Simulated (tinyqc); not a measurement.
Front-illuminated p-i-n photodiode, quantum efficiency and bandwidth: two steps of the calculation.

Light enters through a p layer (0 to xp), a depleted layer (xp to xp + wi) and a thick n substrate, decaying as exp(-al x); one pass, no back reflection. Carriers made in the depleted layer are all collected; those in the neutral layers diffuse.

Values chosen for this exercise; values close to those of In0.53Ga0.47As at this wavelength: wavelength lam = 1550 nm; absorption coefficient al = 6760 1/cm; reflectance of the front face Rf = 0.3; relative permittivity eps_r = 13.4; thickness of the front p layer xp = 0.67 um; thickness of the depleted layer wi = 1.6 um; electron diffusion coefficient in the p layer Dn = 77 cm^2/s; electron diffusion length in the p layer Ln = 2 um; recombination velocity of the front surface S = 1e5 cm/s; hole diffusion length in the thick n substrate Lp = 24 um; electron drift velocity ve = 6.8e6 cm/s; hole drift velocity vh = 4.92e6 cm/s; diameter dia = 140 um; load resistance RL = 50 ohm; parasitic capacitance Cp = 8 fF; modulation frequency f = 24 GHz.

Constants: q = 1.602176634e-19 C, h = 6.62607015e-34 J s, c = 299792458 m/s, eps0 = 8.8541878128e-14 F/cm where lengths are in cm. Results are converted to the units shown.

Task 1. Quantum efficiency. k = al Ln, s = S Ln/Dn, e = exp(-al xp); front layer f1 = (k/(k^2 - 1)) {[s + k - e (s cosh(xp/Ln) + sinh(xp/Ln))]/[s sinh(xp/Ln) + cosh(xp/Ln)] - k e}; depleted layer f2 = e (1 - exp(-al wi)); substrate f3 = e exp(-al wi) al Lp/(1 + al Lp); external efficiency (1 - Rf)(f1 + f2 + f3); responsivity = efficiency q lam/(h c).

Give: s; f1; f2; f3; external efficiency; responsivity.

Result 1.

s = 0.25974
f1 = 0.33625
f2 = 0.42021
f3 = 0.20304
external efficiency = 0.67165
responsivity = 0.83967 A/W

The front layer absorbs 36.4 % of the light that enters and collects 92.3 % of that. Diffusion from the neutral layers makes up 56.2 % of the current.

Task 2. Response at one frequency. Drift response for pairs made in the depleted layer, a = al wi, g = 1 - exp(-a), u = 2 pi i f, te = wi/ve, th = wi/vh: electrons He = [g - a (exp(-a) - exp(-u te))/(u te - a)]/(u te g), holes Hh = [g - a (1 - exp(-a - u th))/(a + u th)]/(u th g); C = eps0 eps_r pi (dia/2)^2/wi + Cp; total |He + Hh|/sqrt(1 + (2 pi f RL C)^2), for the current of the depleted layer alone.

Wanted: te; th; He; Hh; |He + Hh|; C; total response.

Result 2.

te = 23.53 ps
th = 32.52 ps
He = 0.1352-0.3745i
Hh = 0.0655-0.2121i
|He + Hh| = 0.6200
C = 1150 fF
total response = 0.07106

The drift response alone falls to 1/sqrt(2) at 20.4 GHz and the RC term alone at 2.77 GHz; together they give 2.73 GHz for this part of the current; the diffusion currents, left out, respond on their own time scales.

Numbers from tinyqc (`OMP_NUM_THREADS=1 python tinyqc.py 2250118 2250119 out.jsonl`; about 0.01 s on one thread of a shared Intel Xeon 2.30GHz).
